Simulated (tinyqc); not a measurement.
Correlation length: interface roughness in a thin film (subband fluctuation and scattering).

Square well of width t, barriers V0, c = hbar^2/2m0: E1 solves k t + 2 atan[(k/mz)/(kappa/mb)] = pi, k = sqrt(mz E/c), kappa = sqrt(mb (V0 - E)/c). One interface is rough, so the subband edge fluctuates by G dt with G = |dE1/dt| (central difference of 0.01 angstrom; 2 E1/t for hard walls).

Gaussian roughness spectrum S(q) = pi D^2 Lc^2 exp(-q^2 Lc^2/4). Degenerate gas, taken to fill one subband (the second starts to fill once c kF^2/md exceeds E2 - E1, which is not tested here): kF = sqrt(2 pi Ns/gv), q = 2 kF sin(theta/2), 1/tau = (md/(2 pi c hbar)) G^2 times the integral from 0 to pi of S(q)(1 - cos theta)/eps(q)^2 dtheta, eps(q) = 1 + qs/q with screening (qs = gv md q0/(c eps), q0 = e^2/(4 pi eps0), form factors left out, which overstates the screening; other scattering is left out too, so these values lie far above measured mobilities in all but the thinnest films) or 1 without; mobility = tau c2/md with c2 = e/m0 = 1.75882e15 cm^2/(V s^2); 1e12/cm^2 = 1e-4/angstrom^2.

Constants: hbar^2/2m0 = 3.80998211 eV angstrom^2; hbar = 6.58211957e-16 eV s; e^2/(4 pi eps0) = 14.39964547 eV angstrom.

Parameters, chosen for this exercise (near those of a thin Si channel on (100), two-fold valleys; shifted at random, so the results belong to these values and not to a real crystal):
```
symbol  value                       unit         meaning
t       22                          angstrom     film thickness
mz      0.909                       m0           confinement mass
V0      2.91                        eV           barrier
mb      0.5                         m0           barrier mass
md      0.192                       m0           mass in the plane
gv      2                                        valleys
D       3.4                         angstrom     rms height of the roughness
Ns      1.6                         x 1e12/cm^2  sheet density
eps     8.2                                      mean dielectric constant at the channel
Ll      (4, 8, 14, 22, 35, 55, 90)  angstrom     correlation lengths
```

Fixed D; bare and screened mobility.

Results:
```
Lc (angstrom)  kF Lc  bare mobility (cm^2/(V s))  screened mobility (cm^2/(V s))
4               0.09                    1.10e+04                        3.45e+05
8               0.18                    2.80e+03                        8.81e+04
14              0.31                         962                        3.04e+04
22              0.49                         433                        1.38e+04
35              0.78                         224                        7.39e+03
55              1.23                         167                        6.04e+03
90              2.02                         239                        1.26e+04
```

The bare mobility is lowest at Lc = 55 angstrom of those listed (kF Lc = 1.23). The screened mobility is lowest at Lc = 55 angstrom of those listed (kF Lc = 1.23). Short roughness averages out (mobility as 1/Lc^2; the first two rows give exponent -1.97), and long roughness deflects only by small angles (bare mobility rising as Lc; the last two rows give 0.73).

Run: tinyqc, `OMP_NUM_THREADS=1 python tinyqc.py 1252772 1252773 out.jsonl`; Intel(R) Xeon(R) Processor @ 2.30GHz, one thread, shared host; about 0.01 s of CPU time with all checks.
